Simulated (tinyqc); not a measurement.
Worked calculation: millisecond and nanosecond annealing: surface heating, thermal budget and solid-phase regrowth. Computed by tinyqc, a small Python program that keeps every step. Command: `OMP_NUM_THREADS=1 python tinyqc.py 3006207 3006208 out.jsonl flash walk`. One thread of a shared host (Intel(R) Xeon(R) Processor @ 2.30GHz), about 0.01 s of CPU time with the checks. Intermediate numbers are printed to about 5 digits and carried at full precision; extremes and crossings named in words are read from the listed rows.

A square pulse heats the surface of a thick wafer with constant thermal properties; losses by radiation are neglected and silicon melts at 1414 C.

Inputs (values chosen for the exercise, modelled on hot silicon with arsenic):

| quantity | value | unit |
|---|---|---|
| incident fluence | 10.6 | J/cm^2 |
| pulse length t_p | 5.9e-05 | s |
| reflectance R | 0.57 | - |
| thermal conductivity k | 0.28 | W/(cm K) |
| heat capacity per volume c | 2.21 | J/(cm^3 K) |
| preheat temperature T0 | 500 | C |
| wafer thickness d | 775 | um |
| dopant prefactor D0 | 10.5 | cm^2/s |
| dopant activation energy E | 3.96 | eV |
| regrowth prefactor v0 | 4.5e+08 | cm/s |
| regrowth energy E_v | 2.69 | eV |
| amorphous layer | 6.1 | nm |

Source: scanned laser.

Constants: k_B = 8.617333262e-05 eV/K.

## Peak temperature

Absorbed flux q = (1 - R) fluence/t_p; kappa = k/c. With f(z, t) = (2 q/k) sqrt(kappa t) ierfc(z/(2 sqrt(kappa t))), ierfc(x) = exp(-x^2)/sqrt(pi) - x erfc(x): T = T0 + f(z, t) during the pulse and T0 + f(z, t) - f(z, t - t_p) after it. At the surface the rise at the end of the pulse is 2 q sqrt(t_p/(pi k c)); the fluence that just melts the surface scales with (1414 - T0).

absorbed flux q = 77254 W/cm^2

kappa = 0.12670 cm^2/s

thermal length sqrt(kappa t_p) = 27.341 um

peak temperature = 1351.2 C

fluence at the melting threshold = 11.382 J/cm^2

The heated layer is 3.5 % of the wafer thickness, so the cold bulk quenches the surface.

## Temperature in depth and time

The formulas are those given above.

Temperature (C):

| t/t_p | surface | z = 0.5 thermal lengths | z = 1 | z = 2 |
|---|---|---|---|---|
| 0.10 | 769.2 | 544.7 | 502.97 | 500.00 |
| 0.25 | 925.6 | 650.6 | 537.91 | 500.74 |
| 0.50 | 1101.9 | 798.4 | 625.70 | 512.81 |
| 0.75 | 1237.2 | 920.6 | 715.73 | 539.71 |
| 1.00 | 1351.2 | 1026.7 | 801.20 | 575.82 |
| 1.10 | 1123.6 | 1021.1 | 830.96 | 591.84 |
| 1.50 | 940.6 | 910.0 | 831.53 | 647.95 |
| 2.00 | 852.6 | 837.3 | 795.63 | 675.58 |
| 4.00 | 728.1 | 724.0 | 712.20 | 670.94 |
| 10.00 | 638.1 | 637.2 | 634.54 | 624.31 |

One tenth of a pulse length after the end the surface has lost 228 C: cooling starts as sqrt(t - t_p), much faster than heating ends.

## Thermal budget

Temperatures in kelvin are T(C) + 273.15. Integrate exp(-E/(k_B T(t))) at the surface from 0 to 10 t_p (Gauss-Legendre, 60 points in sqrt(t) up to t_p and 60 in sqrt(t - t_p) after it). (Dt) = D0 x integral with E; regrowth = v0 x integral with E_v; effective time = integral/exp(-E/(k_B T_peak)).

budget (Dt) = 4.1003e-17 cm^2

diffusion length 2 sqrt(Dt) = 0.12807 nm

effective time over t_p = 0.12802

possible regrowth = 222.93 nm

Only 12.8 % of the pulse counts at the peak; the estimate 2 k_B T_peak^2/(E (T_peak - T0)) gives 13.5 %. The amorphous layer of 6.1 nm regrows fully. Caution: equilibrium diffusivities are used; implant damage enhances diffusion, and k and c vary with temperature. Caution: the peak lies above 1150 C, and amorphous silicon melts some 200 to 250 K below the crystal, so a layer that has not regrown before the peak may melt instead. Caution: a diffusion length below the atomic spacing of 0.235 nm means about one jump per atom or fewer, so the profile does not change measurably.

## Same peak temperature, different pulse lengths

For each t_p the flux is set so that the peak temperature stays the same: q sqrt(t_p) is fixed.

Pulses:

| t_p (s) | fluence (J/cm^2) | q (W/cm^2) | thermal length (um) | 2 sqrt(Dt) (nm) | regrowth (nm) |
|---|---|---|---|---|---|
| 1.00e-07 | 4.3640e-01 | 1.8765e+06 | 1.1256e+00 | 5.2724e-03 | 3.7785e-01 |
| 1.00e-06 | 1.3800e+00 | 5.9340e+05 | 3.5594e+00 | 1.6673e-02 | 3.7785e+00 |
| 1.00e-05 | 4.3640e+00 | 1.8765e+05 | 1.1256e+01 | 5.2724e-02 | 3.7785e+01 |
| 1.00e-04 | 1.3800e+01 | 5.9340e+04 | 3.5594e+01 | 1.6673e-01 | 3.7785e+02 |
| 3.00e-04 | 2.3902e+01 | 3.4260e+04 | 6.1651e+01 | 2.8878e-01 | 1.1336e+03 |
| 1.00e-03 | 4.3640e+01 | 1.8765e+04 | 1.1256e+02 | 5.2724e-01 | 3.7785e+03 |
| 3.00e-03 | 7.5586e+01 | 1.0834e+04 | 1.9496e+02 | 9.1321e-01 | 1.1336e+04 |
| 1.00e-02 | 1.3800e+02 | 5.9340e+03 | 3.5594e+02 | 1.6673e+00 | 3.7785e+04 |

Fluence and diffusion length grow as sqrt(t_p), regrowth as t_p. The layer of 6.1 nm regrows from t_p = 1e-05 s on among these rows, at a diffusion length of 0.053 nm. Caution: amorphous silicon melts some 200 to 250 K below the crystal, which matters for the short pulses that reach the peak before regrowth. Caution: the shortest pulses need a source absorbed within their thermal length, and the longest also heat the back of the wafer, which the thick-wafer formula leaves out.

Checks made by the program: heat stored at the end of the pulse against the absorbed fluence (relative difference below 1e-10).
